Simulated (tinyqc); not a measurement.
From results to parameters: Luttinger model of the valence bands. Computed by the program tinyqc.

Problem. In the four-band Luttinger model 1/m = g1 -/+ 2 g2 along [100] and g1 -/+ 2 g3 along [111]. Find g1, g2, g3 and the light hole mass along [111].

heavy and light hole masses along [100] (electron masses): 0.181488  0.040933
heavy hole mass along [111] = 0.408163 electron masses

Solution. The mean of the two inverse masses along [100] is g1 and a quarter of their difference is g2; g3 = (g1 - 1/m_hh[111])/2.

g1, g2, g3: 14.970  4.730  6.260
light hole mass along [111] = 0.036 electron masses
